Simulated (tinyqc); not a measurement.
Composition and strain of an epitaxial Si(1-x)Ge(x) layer from Raman and X-ray peaks: one step, computed by the program tinyqc.

A (001) layer, biaxially strained in the plane. The Raman peaks follow empirical lines omega = w0 + c1 x + c3 x^3 + b eps (c3 for Si-Ge alone), with eps the in-plane strain.

Task: Lattice constants and strain. Relaxed lattice constant a(x) = a_Si + (a_Ge - a_Si) x - B x (1 - x). In-plane constant a_par = a_sub + R (a(x) - a_sub); eps = a_par/a(x) - 1; eps_perp = -(2 C12/C11) eps with 2 C12/C11 linear in x; a_perp = a(x) (1 + eps_perp).

Inputs (values chosen for the exercise, modelled on silicon-germanium): Ge fraction x = 0.49; degree of relaxation R = 0.71; lattice constant of Si = 5.431 angstrom; lattice constant of Ge = 5.658 angstrom; bowing B = 0.028 angstrom; 2 C12/C11 of Si = 0.766; 2 C12/C11 of Ge = 0.747.

Substrate: silicon.

Give: relaxed constant a(x); substrate constant a_sub; a_par; in-plane strain eps; strain along the normal; a_perp.

Result:

relaxed constant a(x) = 5.535 angstrom

substrate constant a_sub = 5.431 angstrom

a_par = 5.505 angstrom

in-plane strain eps = -5.461 per mille

strain along the normal = 4.132 per mille

a_perp = 5.558 angstrom

The layer is under compression in the plane and is stretched along the normal.
